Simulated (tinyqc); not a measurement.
Classical Heisenberg spin chain: exact results, Metropolis, heat-bath and over-relaxation steps, and a Monte Carlo run: one step, computed by the program tinyqc.

E = -J sum_i s_i . s_(i+1) for unit vectors s_i on an open chain; K = J/(k_B T).

Problem. Exact results. Each bond angle is independent, so u = <s_i . s_(i+1)> = coth K - 1/K, <s_i . s_(i+n)> = u^n, correlation length xi = -1/ln|u|, energy per bond -J u, heat capacity per bond c/k_B = 1 - K^2/sinh^2 K, and for the long chain chi = mu^2 (1 + u)/(3 k_B T (1 - u)) per spin.

Inputs (values chosen for the exercise, for a model chain of large moments): coupling J = 11 meV; temperature T = 22.6 K; moment mu = 3.3 mu_B.

Constants: k_B = 8.617333262e-05 eV/K; mu_B = 5.7883818060e-05 eV/T.

Give: K; u; xi; energy per bond; heat capacity; chi over the Curie value; chi.

Solution.

K = 5.648

u = 0.8230

xi = 5.133 sites

energy per bond = -9.053 meV

heat capacity = 0.9984 k_B/bond

chi over the Curie value = 10.30

chi = 1.111 mu_B/T per spin

For |K| >> 1, |u| = 1 - 1/|K| and xi = |K| - 1/2 = 5.15: the chain orders only at T = 0, and c tends to k_B, not to zero, a failure of classical spins.
